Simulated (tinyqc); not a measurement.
# Permittivity of the insulator from five potentials

Problem. A node lies on a semiconductor-insulator interface. Steps: hs = tb/1 down into the semiconductor, ho = tox/1 up into the insulator, hy = L/4 sideways. The flux balance of its box reads eox (hy/ho)(above - node) + eps_r (hy/hs)(below - node) + [(eps_r hs + eox ho)/(2 hy)](left + right - 2 node) - q Na (hs/2) hy/eps0 = 0. Find eox.

Values chosen for this exercise; semiconductor permittivity close to that of silicon:
- eps_r = 11.9 (relative permittivity of the semiconductor)
- tb = 8 nm (half the body thickness)
- tox = 6.5 nm (insulator thickness)
- L = 35 nm (channel length)
- Na = 0 cm^-3 (acceptor density of the depleted body)

Constants: q = 1.602176634e-19 C, eps0 = 8.8541878128e-14 F/cm where lengths are in cm. Results are converted to the units shown.

psi (V): node 0.14754634, above -0.05, below 0.25688166, left 0.54, right 0.10992278

Answer. The balance is linear in eox.

eox = 25.00

Computed by the program tinyqc: `OMP_NUM_THREADS=1 python tinyqc.py 2480045 2480046 out.jsonl`, one thread of a shared Intel Xeon 2.30GHz, about 0.09 s for the whole run.
